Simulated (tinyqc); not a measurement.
From results back to parameters: Lorentz oscillators and the Kramers-Kronig relations. Five cases, with inputs chosen for the exercise.

Problem. At normal incidence from vacuum the amplitude r = (1 - N)/(1 + N) with N = n + i k is written r = -sqrt(R) exp(i theta). R and the phase theta are given.

Case 1.

R = 0.320831
theta = 0.058590 rad

Case 2.

R = 0.780851
theta = 1.176997 rad

Case 3.

R = 0.014746
theta = 1.258036 rad

Case 4.

R = 0.293688
theta = 1.592839 rad

Case 5.

R = 0.167713
theta = 0.016008 rad

Find: n; k; eps1; eps2.

Solution. N = (1 - r)/(1 + r) = (1 + sqrt(R) exp(i theta))/(1 - sqrt(R) exp(i theta)); eps = N^2.

Case 1.

n = 3.576
k = 0.349
eps1 = 12.66
eps2 = 2.50

Case 2.

n = 0.199
k = 1.480
eps1 = -2.15
eps2 = 0.59

Case 3.

n = 1.048
k = 0.246
eps1 = 1.04
eps2 = 0.52

Case 4.

n = 0.536
k = 0.822
eps1 = -0.39
eps2 = 0.88

Case 5.

n = 2.386
k = 0.038
eps1 = 5.69
eps2 = 0.18

Computed by tinyqc, one run a case: `OMP_NUM_THREADS=1 python tinyqc.py N N+1 out.jsonl` with N = 1681518, 1681571, 1681585, 1681658, 1681721; one thread of a shared Intel(R) Xeon(R) Processor @ 2.30GHz, about 0.2 s a run at most.
